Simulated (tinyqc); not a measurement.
Gas flow in a process chamber: flow regimes, conductance, effective pumping speed, pump-down, outgassing and purge: one step, computed by the program tinyqc. Command: `OMP_NUM_THREADS=1 python tinyqc.py 3120874 3120875 out.jsonl pump walk`. One thread of a shared host (Intel(R) Xeon(R) Processor @ 2.30GHz), about 0.08 s of CPU time with the checks.

Ideal gas, isothermal flow, a pump of constant speed at the end of a round pipe; process gas, volume gas and outgassing are given the same properties. 1 sccm = 101325 Pa x 1e-6 m^3/60 s x T/273.15 K.

Task: Molecular flow. Mean speed c = sqrt(8 k_B T/(pi m)); aperture conductance C_a = c pi d^2/16; molecular pipe C_m = C_a/(1 + 3 l/(4 d)) (Dushman form); viscous pipe C_v = pi d^4 p_mean/(128 eta l); Knudsen interpolation C = C_v + C_m (1 + x)/(1 + 1.24 x), x = d p_mean sqrt(m/(k_B T))/eta. Effective speed 1/S_eff = 1/S + 1/C_m; time constant V/S_eff; pressure at which the free path k_B T/(sqrt2 pi d_m^2 p) equals d.

Inputs (values chosen for the exercise, modelled on hydrogen near room temperature): molar mass M = 2.016 g/mol; molecular diameter = 0.27 nm; temperature T = 293 K; chamber volume V = 31 L; pipe diameter d = 16 cm; pipe length l = 76 cm; pump speed S = 1100 L/s.

Constants: k_B = 1.380649e-23 J/K; u = 1.6605390666e-27 kg.

Give: mean speed c; C_a; C_m; S_eff in molecular flow; time constant; pressure where the free path equals d.

Result:

mean speed c = 1754 m/s

C_a = 8818 L/s

C_m = 1933 L/s

S_eff in molecular flow = 701.0 L/s

time constant = 0.04422 s

pressure where the free path equals d = 0.07806 Pa

The pipe passes on 64 % of the pump speed.
